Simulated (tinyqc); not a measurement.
## Series resistance and length offset from two lengths at two overdrives

Question. In strong inversion R W = Rsd + k(x)(L - dL), k(x) = (1 + th1 x)/(mu0 Cox x), x the overdrive, Cox = eps0 eox/tox, with Rsd and dL independent of x. Find dL, Rsd, mu0 and th1.

Values chosen for this exercise:
```
symbol  value  unit                                                                 meaning
eox       3.9        relative permittivity of the gate insulator (close to silicon dioxide)
tox       2.8    nm                                                     insulator thickness
```

Constants: eps0 = 8.8541878128e-14 F/cm where lengths are in cm. Results are converted to the units shown.

total resistance times width (ohm um):

|  | L = 0.1 um | L = 0.81 um |
|---|---|---|
| overdrive 0.41 V | 982.212466 | 5557.69510 |
| overdrive 1.06 V | 694.186300 | 3117.05233 |

Answer. At each overdrive R W is a straight line in L; the two lines cross at L = dL, R W = Rsd. Their slopes give k x = (1 + th1 x)/(mu0 Cox), a straight line in x.

dL = 0.005000 um
Rsd = 370.0 ohm um
mu0 = 400.0 cm^2/(V s)
th1 = 0.7400 1/V

Program tinyqc, `OMP_NUM_THREADS=1 python tinyqc.py 2210144 2210145 out.jsonl`; Intel Xeon 2.30GHz, shared host, one thread, about 0.02 s.
